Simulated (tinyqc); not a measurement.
Landau levels of bilayer graphene: one step. Where EF lies. Two cases, with inputs chosen for the exercise.

Problem. Fill the listed levels in order up to nu; give the partly filled level, its energy and its filled share.

The zero level takes 4 n_B electrons and each higher level 4 n_B. At zero temperature and without broadening EF sits in the partly filled level.

Case 1.

Levels:
```
label    E (meV)  gap above (meV)
0,1      0.00000         31.65215
2       31.65215         20.68632
3       52.33847         18.70081
4       71.03929         17.34690
5       88.38619         16.28776
6      104.67395         15.41504
7      120.08899         14.67497
8      134.76396         14.03512
```

nu = 1.29978

Case 2.

Levels:
```
label    E (meV)  gap above (meV)
0,1      0.00000         39.94799
2       39.94799         25.35863
3       65.30663         22.55572
4       87.86235         20.68283
5      108.54518         19.25211
6      127.79729         18.09726
7      145.89455         17.13457
8      163.02912         16.31405
```

nu = 5.61634

Give: level; EF; filled share.

Solution.

Case 1.

level: 0,1

EF = 0.000 meV
filled share = 0.325

Case 2.

level: 2

EF = 39.948 meV
filled share = 0.404

Computed by tinyqc, one run a case: `OMP_NUM_THREADS=1 python tinyqc.py N N+1 out.jsonl` with N = 1250849, 1251475; one thread of a shared Intel(R) Xeon(R) Processor @ 2.30GHz, about 0.01 s a run at most.
